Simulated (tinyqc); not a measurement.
Interband optics of a two-band s-p chain from momentum matrix elements: one step. Dielectric function from the table. Three cases, with inputs chosen for the exercise.

Task: Take the mean over the rows. Also eps(0) at eta = 0, and the effective electrons per cell n_eff = 2 mean(f).

With w(k) = |<c|W|v>|^2 and D(k) = Ec - Ev, on the mesh k_j = (j + 1/2)/N (2 pi/a): eps(E) = 1 + (8 pi e2/(a Ar)) mean_j (w/D^2) [1/(D - E - i eta) + 1/(D + E + i eta)], e2 = e^2/(4 pi eps0); light polarised along the chains, no local fields.

Constants: e^2/(4 pi eps0) = 14.39964547 eV angstrom; hbar^2/2m0 = 3.80998211 eV angstrom^2.

Case 1.

Values chosen: a = 2.41 angstrom (period); Ar = 11.5 angstrom^2 (cross-section per chain); eta = 0.1 eV (Lorentzian half width); E = 7.15 eV (photon energy).

Transitions:
```
k (2 pi/a)    D (eV)  w (eV^2 angstrom^2)        f
0.062500    5.476307             32.34771  1.55036
0.187500    7.942117              0.72415  0.02393
0.312500    8.802597              9.92474  0.29593
0.437500    8.048299             41.93620  1.36761
```

Case 2.

Values chosen: a = 2.57 angstrom (period); Ar = 11 angstrom^2 (cross-section per chain); eta = 0.2 eV (Lorentzian half width); E = 1.69 eV (photon energy).

Transitions:
```
k (2 pi/a)    D (eV)  w (eV^2 angstrom^2)        f
0.083333    3.512228              8.91513  0.66623
0.250000    6.177451              2.99238  0.12714
0.416667    6.588373             23.38342  0.93155
```

Case 3.

Values chosen: a = 2.94 angstrom (period); Ar = 7.7 angstrom^2 (cross-section per chain); eta = 0.1 eV (Lorentzian half width); E = 6.65 eV (photon energy).

Transitions:
```
k (2 pi/a)    D (eV)  w (eV^2 angstrom^2)        f
0.062500    4.884597             26.45655  1.42161
0.187500    6.704156              0.50924  0.01994
0.312500    7.691580              9.72100  0.33172
0.437500    7.627359             33.76592  1.16193
```

Give: eps(E); eps(0); n_eff.

Result:

Case 1.

eps(E) = 1.973+0.402i
eps(0) = 2.916
n_eff = 1.619

On a mesh of 2000 points the values are 1.861+0.861i, 3.078 and 1.658. n_eff need not equal the 2 electrons of the cell: a two-orbital basis with chosen hoppings does not obey the sum rule of free electrons. E lies within, or within 2 eta of, the range of transitions of the band (4.88 to 8.82 eV); their spacing on this mesh (up to 2.47 eV) exceeds eta, so eps(E) depends on where the few mesh points fall.

Case 2.

eps(E) = 4.127+0.175i
eps(0) = 3.562
n_eff = 1.150

On a mesh of 2000 points the values are 8.647+1.022i, 6.130 and 1.413. n_eff need not equal the 2 electrons of the cell: a two-orbital basis with chosen hoppings does not obey the sum rule of free electrons.

Case 3.

eps(E) = 2.257+0.787i
eps(0) = 3.607
n_eff = 1.468

On a mesh of 2000 points the values are 1.756+0.601i, 3.725 and 1.485. n_eff need not equal the 2 electrons of the cell: a two-orbital basis with chosen hoppings does not obey the sum rule of free electrons. E lies within, or within 2 eta of, the range of transitions of the band (4.49 to 7.74 eV); their spacing on this mesh (up to 1.82 eV) exceeds eta, so eps(E) depends on where the few mesh points fall.

Computed by tinyqc, one run a case: `OMP_NUM_THREADS=1 python tinyqc.py N N+1 out.jsonl` with N = 1680455, 1680511, 1680654; one thread of a shared Intel(R) Xeon(R) Processor @ 2.30GHz, about 0.01 s a run at most.
